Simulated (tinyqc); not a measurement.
Incorporation against temperature: precursor delivery by bubblers, mass-transport growth and the solid composition of a III-V alloy. Computed by tinyqc, a small Python program. Command: `OMP_NUM_THREADS=1 python tinyqc.py 3004188 3004189 out.jsonl movpe_thermo walk`. One thread of a shared host (Intel(R) Xeon(R) Processor @ 2.30GHz), about 0.01 s of CPU time with the checks.

1 sccm = 44.615 micromol/min; 1 torr = 133.322 Pa. The sources decompose fully at the surface.

Inputs (values chosen for the exercise, modelled on trimethylgallium (source 1) and trimethylindium (source 2) for the vapour pressures): bath temperature T1 = 268 K; bath temperature T2 = 301 K; bubbler pressure p_b = 1400 torr; carrier flow F1 = 2 sccm; carrier flow F2 = 32 sccm; total flow F_t = 29 slm; group-V flow F_V = 380 sccm; reactor pressure p = 40 torr; growth temperature T = 820 K; diffusivity at 273 K and 760 torr = 0.34 cm^2/s; flow cross-section A = 38 cm^2; distance from the leading edge z = 9.2 cm; lattice constant a = 5.6 angstrom; interaction L0 of the solid = 16.1 kJ/mol; log10 of p_B,eq over pure BC at 1000 K and 1 torr of group V (exaggerated: liquid indium has about -4.1) = -2.8 log10 torr; enthalpy of that equilibrium H = 302 kJ/mol.

Alloy: mixing on the group-III sites, with desorption of B.

constants a, b of source 1 (log10 torr, K): [8.039, 1703]

constants a, b of source 2 (log10 torr, K): [10.51, 3014]

Constants: k_B = 1.380649e-23 J/K; R = 8.314462618 J/(mol K).

Method:
- log10 p_v = a - b/T_bath; molar flow = F x 44.615 x p_v/(p_b - p_v) for a saturated bubbler.
- p_i = p n_i/(44615 F_t), F_t in slm; p_V = p F_V/(1000 F_t), counted per molecule supplied; V/III = 44.615 F_V/(n1 + n2); vapour fraction of source 2 = n2/(n1 + n2).
- Mean velocity u = (F_t/A)(760/p)(T/273); D = D0 (T/273)^1.75 (760/p); boundary layer delta = sqrt(pi D z/u); flux = D dp/(delta k_B T); growth rate = flux x a^3/4.
- A sticks fully. B desorbs: its surface pressure is p_B* = x gamma_B K/sqrt(p_V), ln gamma_B = L0 (1 - x)^2/(R T), K = 10^(log10 K at 1000 K) exp[-(H/R)(1/T - 1/1000)], p_V in torr. With equal diffusivities x = (p_2 - p_B*)/(p_1 + p_2 - p_B*). Growth rate = rate per torr x p_1/(1 - x).

p_2 = 9.91675e-05 torr

K/sqrt(p_V) = 7.54346e-07 torr

p_V = 0.524138 torr

vapour fraction of source 2 = 0.501160

p_1 = 9.87085e-05 torr

At fixed flows:
```
T (K)  K/sqrt(p_V) (torr)        x  share of B incorporated, 1 - p_B*/p_2
803            2.9533e-07  0.50048                             9.9728e-01
838            1.9534e-06  0.49673                             9.8243e-01
871            1.0092e-05  0.47783                             9.1085e-01
894            2.9506e-05  0.42684                             7.4128e-01
921            9.7094e-05  0.19969                             2.4836e-01
948            2.9854e-04  0.04979                             5.2157e-02
979            1.0044e-03  0.01424                             1.4377e-02
1023           4.9538e-03  0.00304                             3.0364e-03
```

x equals the vapour fraction 0.501 while gamma_B K/sqrt(p_V) is small against p_1 + p_2 = 2.0e-4 torr and falls once it is not. Between the last rows the apparent energy R d ln x/d(1/T) is 292 kJ/mol, against H = 302. Caution: x lies inside the spinodal of the bulk alloy, 2 L0 x (1 - x) > R T; only kinetics or coherency strain keep such a layer uniform. Caution: rows with 2 L0 x (1 - x) > R T lie inside the spinodal of the bulk alloy.
